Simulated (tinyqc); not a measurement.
From results back to parameters: interband optics of a two-band s-p chain from momentum matrix elements. Three cases, with inputs chosen for the exercise.

Problem. At k = 0 the chain has the gap D0 = Es - Ep_ - 2 (ts + tp), w0 = 4 a^2 V^2, and masses 2c/mc = 2 ts a^2 + 2 w0/D0, 2c/mv = 2 tp a^2 + 2 w0/D0 (c = hbar^2/2m0, mv positive for holes). The oscillator strength there is f0 = w0/(c D0). V, ts and tp are hidden.

Constants: hbar^2/2m0 = 3.80998211 eV angstrom^2.

Find: V; ts; tp.

Method. w0 = f0 c D0 gives V; 1/mc - f0 = ts a^2/c and 1/mv - f0 = tp a^2/c.

Case 1.

Values chosen: a = 2.58 angstrom (period).
D0 = 2.9300 eV
f0 = 5.80441

mc, mv (m0): 0.161583  0.156716

Solution.

V = 1.56 eV
ts = 0.22 eV
tp = 0.33 eV

Case 2.

Values chosen: a = 3.6 angstrom (period).
D0 = 3.0700 eV
f0 = 8.07739

mc, mv (m0): 0.112010  0.107504

Solution.

V = 1.35 eV
ts = 0.25 eV
tp = 0.36 eV

Case 3.

Values chosen: a = 4.31 angstrom (period).
D0 = 2.8300 eV
f0 = 7.31105

mc, mv (m0): 0.108548  0.110895

Solution.

V = 1.03 eV
ts = 0.39 eV
tp = 0.35 eV

Computed by tinyqc, one run a case: `OMP_NUM_THREADS=1 python tinyqc.py N N+1 out.jsonl` with N = 1680345, 1680364, 1680391; one thread of a shared Intel(R) Xeon(R) Processor @ 2.30GHz, about 0.01 s a run at most.
